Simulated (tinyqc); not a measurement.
# Resistance of a tapered via with liner, size effect and interface: what changes with what

A round via whose diameter grows from db at the bottom as D(z) = db + 2 z/tan(ang). The fill, of diameter D - 2 tl, starts above the bottom liner (thickness fb tl) and has rho = rho0 (1 + ks lam/(D - 2 tl)); the sidewall liner conducts in parallel with it. The bottom liner and the interface are crossed over the full area pi db^2/4. Spreading in the lines above and below is left out.

Inputs (values chosen for the exercise); fill metal close to cobalt:
- db = 12 nm (diameter at the bottom)
- hv = 31 nm (height)
- ang = 87 degrees (sidewall angle)
- rho0 = 6.09 uohm cm (bulk resistivity of the fill)
- lam = 11.6 nm (mean free path of the fill)
- ks = 1.5 (size-effect factor)
- tl = 1.1 nm (liner on the sidewall)
- fb = 0.5 (liner at the bottom over that on the sidewall)
- rl = 300 uohm cm (resistivity of the liner)
- ri = 4.7e-12 ohm cm^2 (interface resistivity at the bottom)
- Sb = 1e15 S/m^2 (ballistic conductance per area, about 3/(4 rho0 lam))
- rho2 = 5.33 uohm cm (bulk resistivity of the second fill (close to tungsten))
- lam2 = 15.3 nm (its mean free path)
- tl2 = 2.7 nm (its liner)

Each table varies one quantity; the others keep the values above.

## Via resistance against the diameter at the bottom

Slices between z0 = fb tl and hv, evaluated at their midpoints: conductance per length pi/4 [(D - 2 tl)^2/rho + (D^2 - (D - 2 tl)^2)/rl], slice resistance = slice height over that. 2000 slices. R_fill = sum of the slices; R_bottom = rl fb tl/(pi db^2/4); R_interface = ri/(pi db^2/4); ballistic (Sharvin) limit 1/(Sb pi (db - 2 tl)^2/4); ideal cylinder rho0 hv/(pi db^2/4).

Results:

| db (nm) | R_fill (ohm) | R_bottom (ohm) | R_interface (ohm) | R (ohm) | ballistic limit (ohm) | R over ideal cylinder | largest part |
|---|---|---|---|---|---|---|---|
| 6 | 352.9 | 58.36 | 16.62 | 427.9 | 88.17 | 6.408 | fill |
| 8.3 | 130.9 | 30.50 | 8.687 | 170.1 | 34.22 | 4.875 | fill |
| 11 | 58.28 | 17.36 | 4.946 | 80.58 | 16.44 | 4.056 | fill |
| 16 | 21.08 | 8.206 | 2.338 | 31.63 | 6.686 | 3.368 | fill |
| 30 | 4.325 | 2.334 | 0.6649 | 7.325 | 1.647 | 2.742 | fill |
| 42 | 1.948 | 1.191 | 0.3392 | 3.479 | 0.8038 | 2.553 | fill |
| 58 | 0.9309 | 0.6245 | 0.1779 | 1.733 | 0.4089 | 2.426 | fill |
| 80 | 0.4555 | 0.3283 | 0.09350 | 0.8773 | 0.2104 | 2.336 | fill |

Estimate the missing row, db = 22 nm.

Computed row:

| db (nm) | R_fill (ohm) | R_bottom (ohm) | R_interface (ohm) | R (ohm) | ballistic limit (ohm) | R over ideal cylinder | largest part |
|---|---|---|---|---|---|---|---|
| 22 | 9.291 | 4.341 | 1.236 | 14.87 | 3.248 | 2.994 | fill |

With this row back in the table: R falls from 428 to 0.877 ohm. The fill is the largest part at db = 6 and in all other rows. R goes as db^(-2.84) between the first two rows and db^(-2.12) between the last two; area alone gives -2.

## Via resistance against the sidewall angle

Same model as above.

2000 slices.

The same in every row: R_bottom (ohm) = 14.59; R_interface (ohm) = 4.156; ballistic limit (ohm) = 13.26.

Results:

| ang (degrees) | R_fill (ohm) | R (ohm) | R over ideal cylinder | largest part |
|---|---|---|---|---|
| 90 | 66.37 | 85.11 | 5.099 | fill |
| 89 | 57.85 | 76.59 | 4.589 | fill |
| 88 | 51.15 | 69.90 | 4.187 | fill |
| 86 | 41.33 | 60.08 | 3.599 | fill |
| 84 | 34.50 | 53.25 | 3.190 | fill |
| 82 | 29.49 | 48.23 | 2.889 | fill |

Estimate the missing row, ang = 87 degrees.

Computed row:

| ang (degrees) | R_fill (ohm) | R (ohm) | R over ideal cylinder | largest part |
|---|---|---|---|---|
| 87 | 45.76 | 64.51 | 3.864 | fill |

With this row back in the table: R falls from 85.1 to 48.2 ohm. The fill is the largest part at ang = 90 and in all other rows. The share of the two bottom terms goes from 22.0 to 38.9 %.

## Two fill metals against the diameter

2000 slices. R_fill = sum of the slices; R_bottom = rl fb tl/(pi db^2/4); R_interface = ri/(pi db^2/4). The second fill has rho2, lam2 and tl2 in place of rho0, lam and tl.

Results:

| db (nm) | R, first fill (ohm) | R, second fill (ohm) | ratio second/first |
|---|---|---|---|
| 8.5 | 159.4 | 495.4 | 3.108 |
| 12 | 64.51 | 143.9 | 2.231 |
| 17 | 27.33 | 50.17 | 1.836 |
| 24 | 12.16 | 20.26 | 1.666 |
| 49 | 2.489 | 3.867 | 1.553 |
| 70 | 1.162 | 1.789 | 1.539 |
| 100 | 0.5502 | 0.8436 | 1.533 |

Estimate the missing row, db = 35 nm.

Computed row:

| db (nm) | R, first fill (ohm) | R, second fill (ohm) | ratio second/first |
|---|---|---|---|
| 35 | 5.194 | 8.231 | 1.585 |

With this row back in the table: The ratio goes from 3.11 to 1.53. The first fill gives the lower R in every row.

Numbers from tinyqc (`OMP_NUM_THREADS=1 python tinyqc.py 2750127 2750128 out.jsonl`; about 0.01 s on one thread of a shared Intel Xeon 2.30GHz).
